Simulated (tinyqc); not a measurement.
Undoped gate-all-around wire MOSFET, analytic charge model: one step of the calculation.

An undoped round wire of radius R under an insulator shell and a surrounding gate; long channel, electrons only, n = ni exp((psi - V)/Vt) with V the quasi-Fermi potential (0 at the source, Vd at the drain), constant mobility, no quantisation. The radial Poisson equation gives n(r) = n(0)/(1 - (1 - b) r^2/R^2)^2 with b = Q0/(Q + Q0). Q is the electron charge per area of the wire surface.

Problem. Charge at the source by Newton steps. With V = 0: f = Q/Cox + Vt ln(Q/Q0) + Vt ln(1 + Q/Q0) - (Vg - V0); f' = 1/Cox + Vt/Q + Vt/(Q + Q0); Q(new) = Q - f/f'.

Parameters, values chosen for the exercise: temperature T = 325 K; gate voltage Vg = 1.01 V.

Constants: q = 1.602176634e-19 C, kB = 1.380649e-23 J/K, Vt = kB T/q. Results are converted to the units shown.

Q after iteration 1 = 304.14710 nC/cm^2
Cox = 3.0728590 uF/cm^2
Q0 = 147.54413 nC/cm^2
V0 = 0.38265112 V

Find: f; f'; Q after iteration 2.

Solution.

f = -0.4768 V
f' = 4.795e-4 V cm^2/nC
Q after iteration 2 = 1298 nC/cm^2

tinyqc, about 0.02 s, one thread, Intel Xeon 2.30GHz (shared host): `OMP_NUM_THREADS=1 python tinyqc.py 2460001 2460002 out.jsonl`
